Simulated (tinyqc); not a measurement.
Worked calculation: CIS on RHF in the sto-3g basis, frozen core, for BeH2, spin multiplicity 1. One step of it, computed by the program tinyqc.

Question. CIS matrix, triplets. A(ia,jb) = (e_a - e_i) d_ij d_ab - (ij|ab).

orbital energies (hartree): MO1 -4.530990, MO2 -0.423822, MO3 -0.381782, MO4 0.211713, MO5 0.213894, MO6 0.375796, MO7 0.732085

Two-electron integrals over orbitals (pq|rs), unique and non-zero (hartree); the lowest 1 orbital is frozen and left out:
```
(22|22) 0.377937    (32|32) 0.159558    (33|22) 0.389861    (33|33) 0.413128
(42|22) 0.005738    (42|33) 0.007019    (42|42) 0.047853    (43|32) 0.009879
(43|43) 0.013725    (44|22) 0.354991    (44|33) 0.338238    (44|42) -0.019681
(44|44) 0.451119    (52|52) 0.047624    (53|53) 0.012775    (54|52) -0.006409
(54|54) 0.024905    (55|22) 0.355797    (55|33) 0.338296    (55|42) -0.007264
(55|44) 0.400715    (55|55) 0.449859    (62|22) -0.015437   (62|33) -0.041220
(62|42) -0.003298   (62|44) 0.062172    (62|55) 0.064972    (62|62) 0.082032
(63|32) -0.091765   (63|43) -0.008329   (63|63) 0.085519    (64|22) 0.001453
(64|33) -0.003136   (64|42) 0.043143    (64|44) -0.002042   (64|55) 0.005641
(64|62) 0.016023    (64|64) 0.047096    (65|52) 0.046276    (65|54) -0.004064
(65|65) 0.048975    (66|22) 0.380169    (66|33) 0.390487    (66|42) 0.017366
(66|44) 0.352323    (66|55) 0.355512    (66|62) -0.025465   (66|64) 0.010700
(66|66) 0.399832    (72|32) -0.039903   (72|43) -0.008140   (72|63) 0.061906
(72|72) 0.057138    (73|22) -0.000258   (73|33) -0.018166   (73|42) -0.011305
(73|44) 0.068150    (73|55) 0.068662    (73|62) 0.077097    (73|64) 0.007806
(73|66) -0.020851   (73|73) 0.086534    (74|32) -0.018699   (74|43) 0.012144
(74|63) 0.011767    (74|72) 0.003521    (74|74) 0.019207    (75|53) 0.013334
(75|75) 0.016892    (76|32) 0.138860    (76|43) 0.010904    (76|63) -0.090658
(76|72) -0.048466   (76|74) -0.016053   (76|76) 0.134867    (77|22) 0.404081
(77|33) 0.420629    (77|42) 0.001472    (77|44) 0.380013    (77|55) 0.379442
(77|62) -0.021271   (77|64) -0.003858   (77|66) 0.413449    (77|73) 0.001631
(77|77) 0.458776
```

Give: CIS matrix A, triplet.

Answer.

CIS matrix A, triplet (hartree), order 2>4, 2>5, 2>6, 2>7, 3>4, 3>5, 3>6, 3>7:
$$\begin{pmatrix}
0.2805 & 0.0000 & -0.0015 & 0.0000 & 0.0000 & 0.0000 & 0.0000 & 0.0187 \\
0.0000 & 0.2819 & 0.0000 & 0.0000 & 0.0000 & 0.0000 & 0.0000 & 0.0000 \\
-0.0015 & 0.0000 & 0.4194 & 0.0000 & 0.0000 & 0.0000 & 0.0000 & -0.1389 \\
0.0000 & 0.0000 & 0.0000 & 0.7518 & 0.0187 & 0.0000 & -0.1389 & 0.0000 \\
0.0000 & 0.0000 & 0.0000 & 0.0187 & 0.2553 & 0.0000 & 0.0031 & 0.0000 \\
0.0000 & 0.0000 & 0.0000 & 0.0000 & 0.0000 & 0.2574 & 0.0000 & 0.0000 \\
0.0000 & 0.0000 & 0.0000 & -0.1389 & 0.0031 & 0.0000 & 0.3671 & 0.0000 \\
0.0187 & 0.0000 & -0.1389 & 0.0000 & 0.0000 & 0.0000 & 0.0000 & 0.6932
\end{pmatrix}$$
